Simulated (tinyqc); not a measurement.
Inside a calculation. Method: power iteration on a symmetric matrix. One step of it, computed by the program tinyqc.

Question. Step 1. w = (A - shift) v; v' = w/|w| with its largest component positive (the first on a tie); lambda = v'^T A v'.

A:
$$\begin{pmatrix}
0.626000 & -0.604000 & -0.523000 & -0.973000 & -0.592000 \\
-0.604000 & 0.942000 & -0.129000 & -0.335000 & 0.481000 \\
-0.523000 & -0.129000 & 1.985000 & -0.238000 & -1.310000 \\
-0.973000 & -0.335000 & -0.238000 & 2.020000 & -0.188000 \\
-0.592000 & 0.481000 & -1.310000 & -0.188000 & 2.418000
\end{pmatrix}$$

vector v at the start: [0.447214, 0.447214, 0.447214, 0.447214, 0.447214]

shift = -0.050000

Give: vector after step 1; Rayleigh quotient after step 1.

Answer.

vector after step 1: [0.892, -0.179, 0.073, -0.149, -0.380]

Rayleigh quotient after step 1 = 1.826
